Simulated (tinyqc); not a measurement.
Carbon nanotube by zone folding: one step. One point of one line. Three cases, with inputs chosen for the exercise.

Task: Form the phases and the energy.

Circumference C = n a1 + m a2, a = sqrt3 acc; d = a sqrt(n^2 + nm + m^2)/pi; tan(theta) = sqrt3 m/(2n + m); dR = gcd(2n + m, 2m + n); T = t1 a1 + t2 a2 with t1 = (2m + n)/dR, t2 = -(2n + m)/dR, |T| = sqrt3 pi d/dR; N = 2 (n^2 + nm + m^2)/dR hexagons a cell. On cutting line mu = 0 to N - 1 at x = k|T|/(2 pi) the phases are p1 = 2 pi (-t2 mu + m x)/N, p2 = 2 pi (t1 mu - n x)/N, and E = -/+ t |1 + exp(i p1) + exp(i p2)|.

Case 1.

Values chosen (near those used for carbon; the results hold for these values, not for the real material): n = 17 (chiral index); m = 9 (chiral index); t = 2.89 eV (hopping); mu = 348 (cutting line); x = 0.15 (position on the line).

Case 2.

Values chosen (near those used for carbon; the results hold for these values, not for the real material): n = 12 (chiral index); m = 2 (chiral index); t = 2.78 eV (hopping); mu = 116 (cutting line); x = -0.46 (position on the line).

Case 3.

Values chosen (near those used for carbon; the results hold for these values, not for the real material): n = 18 (chiral index); m = 15 (chiral index); t = 2.68 eV (hopping); mu = 181 (cutting line); x = 0.49 (position on the line).

Give: p1, p2; E of the upper band.

Result:

Case 1.

p1, p2 (rad): 89.89490  73.14835

E of the upper band = 0.4601 eV

Case 2.

p1, p2 (rad): 55.05385  34.10162

E of the upper band = 1.6252 eV

Case 3.

p1, p2 (rad): 35.49367  33.22470

E of the upper band = 0.6404 eV

Computed by tinyqc, one run a case: `OMP_NUM_THREADS=1 python tinyqc.py N N+1 out.jsonl` with N = 1450168, 1450474, 1450509; one thread of a shared Intel(R) Xeon(R) Processor @ 2.30GHz, about 0.05 s a run at most.
